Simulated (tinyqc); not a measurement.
Contact radius against thickness: four-point probe, van der Pauw, Hall and spreading-resistance readings of a semiconductor layer. Computed by tinyqc, a small Python program. Command: `OMP_NUM_THREADS=1 python tinyqc.py 3111333 3111334 out.jsonl probe walk`. One thread of a shared host (Intel(R) Xeon(R) Processor @ 2.30GHz), about 0.01 s of CPU time with the checks.

The layer is uniform and ohmic; contacts are points unless a radius is given.

Inputs (values chosen for the exercise, modelled on p-type silicon): carrier density n = 3.6e+19 1/cm^3; drift mobility mu = 48.3 cm^2/(V s); layer thickness t = 520 micrometre.

Backing of the layer: conducting.

Constants: e = 1.602176634e-19 C.

Method:
- rho = 1/(e n mu); R_s = rho/t.
- Flat disc contact with the current density of a half-space: R = (rho/(4 a)) c, c = (4/pi) int_0^infinity K(x t/a) sin(x) J1(x)/x^2 dx for a conducting backing, K = tanh, with the voltage averaged over the disc; c tends to 1 for t >> a.
- Compared with (2/pi) arctan(2 t/a) and with the column value 4 t/(pi a).

resistivity rho = 0.00358955 ohm cm

At the given t:
```
t/a         c  arctan form  column form     R (ohm)
0.1   0.10891      0.12567   1.2732e-01  1.8795e-04
0.2   0.20149      0.24224   2.5465e-01  6.9545e-04
0.5   0.41490      0.50000   6.3662e-01  3.5801e-03
1.0   0.62068      0.70483   1.2732e+00  1.0711e-02
2.0   0.78894      0.84404   2.5465e+00  2.7230e-02
5.0   0.91241      0.93655   6.3662e+00  7.8729e-02
10.0  0.95596      0.96820   1.2732e+01  1.6497e-01
30.0  0.98529      0.98939   3.8197e+01  5.1011e-01
```

The arctan form misses c by at most about 21 % over these rows; the column form is off by +17 % at t/a = 0.1 and by +105 % at t/a = 1, where the current spreads beyond the disc.
